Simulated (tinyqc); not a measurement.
Worked calculation: coherent transport through a tight-binding region between two chains. One step of it, computed by the program tinyqc.

Task: Transmission at E = 0.98 eV. Surface Green function g = (E - i sqrt(4 t^2 - E^2)) / (2 t^2); self-energy tc^2 g on each contact site; G = (E - H - Sigma)^(-1); Gamma = -2 Im Sigma; T = Gamma_L Gamma_R |G_LR|^2; local density of states -Im G_ii / pi.

H of the central region (eV), lower triangle:
```
           1          2          3
1  -0.450000
2  -1.960000   0.220000
3   0.000000  -1.560000  -0.390000
```

Leads: semi-infinite chains with site energy 0:

| parameter | value |
|---|---|
| lead hopping t (eV) | 1.740000 |
| coupling to the left lead (eV) | 0.770000 |
| coupling to the right lead (eV) | 1.370000 |
| left contact site | 1 |
| right contact site | 3 |

E = 0.980000 eV

Give: g; G; local density of states; transmission.

Result:

g = 0.1618-0.5515i 1/eV

G (1/eV), lower triangle:
```
                 1                2               3
1   0.1444-0.1973i
2   0.3790+0.1102i  -0.2396-0.1382i
3  -0.3661+0.1942i   0.2815-0.0711i  0.3228-0.2093i
```

local density of states (1/eV): 0.0628  0.0440  0.0666

transmission = 0.2324
